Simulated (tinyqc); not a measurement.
Band bending at a free surface with a continuum of surface states, surface photovoltage and Kelvin probe: pinning by the surface states.

n-type bulk, xi = Ec - EF = Vt ln(Nc/Nd), p0 = ni^2/Nd, ni = sqrt(Nc Nv) exp(-Eg/(2 Vt)), Eg in volts. b is the upward band bending, u = b/Vt. Space charge per area, in units of q: Qc = sign(b) sqrt((2 eps0 eps_r Vt/q) [(Nd + dn)(exp(-u) - 1) + Nd u + (p0 + dn)(exp(u) - 1)]), with dn the excess density under light (flat quasi-Fermi levels; 0 in the dark). The states hold -Ds (E0 - xi - b): negative while the Fermi level lies above the neutrality level. Neutrality: Qc + Qf + (charge of the states) = 0.

b solves the neutrality condition in the dark.

Parameters, values chosen for the exercise; band and dielectric values close to those of germanium:
- T = 350 K (temperature)
- Eg = 0.653 eV (band gap)
- eps_r = 16.3 (relative permittivity)
- Nc = 1.31e19 cm^-3 (conduction-band density of states at T)
- Nv = 7.64e18 cm^-3 (valence-band density of states at T)
- Nd = 3.1e17 cm^-3 (donor density)
- Qf = 0 cm^-2 (fixed positive charge at the surface)
- E0 = 0.33 eV (depth of their neutrality level below the conduction edge)

Constants: q = 1.602176634e-19 C, kB = 1.380649e-23 J/K, Vt = kB T/q, eps0 = 8.8541878128e-14 F/cm where lengths are in cm. Results are converted to the units shown.

Pinning by the surface states:
```
Ds (cm^-2 eV^-1),b (V),xi + b (eV),Qc (cm^-2)
6.7e10,0.001514,0.1144,1.444e10
1.8e11,0.004074,0.1170,3.834e10
5.1e11,0.01159,0.1245,1.048e11
1.4e12,0.03167,0.1446,2.596e11
3.9e12,0.07953,0.1924,5.365e11
1.1e13,0.1444,0.2573,7.996e11
2.9e13,0.1850,0.2979,9.302e11
8.1e13,0.2049,0.3178,9.880e11
```

What does the table show?

b rises from 0.00151 to 0.205 V. The Fermi level moves towards E0 = 0.33 eV and is within 12.2 meV of it in the last row; it is half-way there at the Ds that solves Ds b = Qc(b) + Qf with b = (E0 - xi)/2, 6.13e12 cm^-2 eV^-1.

Numbers from tinyqc (`OMP_NUM_THREADS=1 python tinyqc.py 2430126 2430127 out.jsonl`; about 0.01 s on one thread of a shared Intel Xeon 2.30GHz).
